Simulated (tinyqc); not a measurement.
Inside a calculation: optical gain and spontaneous emission in a bulk direct-gap semiconductor. Values are carried at full precision from step to step, so a last printed digit may differ when a step is redone from the rounded ones.

F_j(eta) = (1/Gamma(j + 1)) integral_0^infinity x^j dx/(1 + exp(x - eta)), which tends to exp(eta) for eta << 0.

Quasi-Fermi levels: n = Nc F_1/2(Fc/kT) and p = Nv F_1/2(Fv/kT), Fc counted up from the conduction edge and Fv down from the valence edge; Nc, Nv from N = 2 (m kB T/(4 pi c))^(3/2) with c = hbar^2/2m0, in 1/angstrom^3; times 1e24 for 1/cm^3, with me and (mhh^(3/2) + mlh^(3/2))^(2/3).

Constants: hbar^2/2m0 = 3.80998211 eV angstrom^2; kB = 8.617333262e-05 eV/K; fine-structure constant alpha = 0.007297352564; hbar = 6.58211957e-16 eV s; hbar c = 1973.269805 eV angstrom.

Inputs chosen for the exercise (near those of InP; not measured data):
- me = 0.0781 m0 (electron mass)
- mhh = 0.571 m0 (heavy-hole mass)
- mlh = 0.0857 m0 (light-hole mass)
- n = 1.3e+18 1/cm^3 (injected density, n = p)
- T = 250 K
- Eg = 1.326 eV (direct gap)
- Ep = 20.6 eV (Kane energy)
- nr = 3.36 (refractive index)
- E = 1.379 eV (photon energy)

## Quasi-Fermi levels

Solve for Fc and Fv.

kT = 0.021543 eV
Nc = 4.167e+17 1/cm^3
Nv = 8.716e+18 1/cm^3
Fc = 0.0473 eV
Fv = -0.0399 eV
Fc + Fv = 0.0075 eV

The separation of the quasi-Fermi levels exceeds the gap, so photons between Eg and Eg + (Fc + Fv) see gain. The quasi-Fermi level of the electrons lies inside the band, that of the holes in the gap.

## Absorption of the empty crystal

Parabolic bands, vertical transitions, no excitons. For each hole band j: mr = me mj/(me + mj); joint density of states J_j(E) = (mr/c)^(3/2) sqrt(E - Eg)/(2 pi^2), both spins, c = hbar^2/2m0; averaged matrix element |e.p|^2 = m0 Ep/6; alpha_j(E) = 4 pi^2 alpha_f c Ep J_j/(3 nr E) in 1/angstrom (alpha_f the fine-structure constant, listed as alpha among the constants), times 1e8 for 1/cm.

Evaluate at E for heavy and light holes.

mr, J and alpha of each hole band:

| hole | mr (m0) | J (1/(eV angstrom^3)) | alpha (1/cm) |
|---|---|---|---|
| heavy | 0.06870 | 2.824e-05 | 4593.9 |
| light | 0.04086 | 1.295e-05 | 2107.1 |

The heavy-hole band gives 69 % of the total, 6701 1/cm.

## Occupations and gain at E

For band j the electron sits at Ee = (E - Eg) mr/me above its edge and the hole at Eh = (E - Eg) mr/mj; fe = 1/(1 + exp((Ee - Fc)/kT)), fh = 1/(1 + exp((Eh - Fv)/kT)); gain g = sum_j alpha_j (fe + fh - 1).

Use mr and alpha from the table.

Energies, occupations and gain of each hole band:

| hole | Ee (eV) | Eh (eV) | fe | fh | g (1/cm) |
|---|---|---|---|---|---|
| heavy | 0.0466 | 0.0064 | 0.508 | 0.105 | -1778 |
| light | 0.0277 | 0.0253 | 0.713 | 0.046 | -507 |

total gain = -2285 1/cm

E - Eg = 0.0530 eV is above Fc + Fv = 0.0075 eV, so both bands give loss (Bernard-Duraffourg).

## Spontaneous emission

Spontaneous rate: R = integral of (nr E/(hbar c))^2/(pi^2 hbar) sum_j alpha_j fe fh dE, with alpha in 1/cm and (nr E/(hbar c))^2 in 1/cm^2 (1e16 per 1/angstrom^2); B = R/(n p); lifetime n/R.

Integrate over photon energy.

R = 2.48e+26 1/(cm^3 s)
B = 1.47e-10 cm^3/s
radiative lifetime = 5.24 ns

## Checks

- B at n = 1e13 1/cm^3 against the van Roosbroeck-Shockley value from alpha and ni^2 (cm^3/s): both 1.88e-10.

Run: tinyqc, `OMP_NUM_THREADS=1 python tinyqc.py 1650732 1650733 out.jsonl`; Intel(R) Xeon(R) Processor @ 2.30GHz, one thread, shared host; about 0.08 s of CPU time with all checks.
